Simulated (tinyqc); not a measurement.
# Field, mass and barrier from the scaled variables

Inverse problem. A barrier edge falls as U0 - F x over a width d with F = V/d. With e = (C F^2/m1)^(1/3), C = hbar^2/(2 m0), the Airy arguments at its edges are z1 = (U0 - E)/e and z2 = (U0 - V - E)/e. Find e, m1 and U0.

Values chosen for this exercise:
- E = 0.335 eV (electron energy)
- d = 6.2 nm (barrier width)
- V = 0.57 V (voltage across the barrier)

Constants: q = 1.602176634e-19 C, hbar = 1.054571817e-34 J s, m0 = 9.1093837015e-31 kg, hbar^2/(2 m0) = 0.0380998212 eV nm^2. Results are converted to the units shown.

z1 and z2: 2.5607119  -2.7469455

Answer. z1 - z2 = V/e gives e, its definition gives m1, and U0 = E + z1 e.

e = 0.1074 eV
m1 = 0.2600 m0
U0 = 0.6100 eV

Program tinyqc, `OMP_NUM_THREADS=1 python tinyqc.py 2580023 2580024 out.jsonl`; Intel Xeon 2.30GHz, shared host, one thread, about 0.01 s.
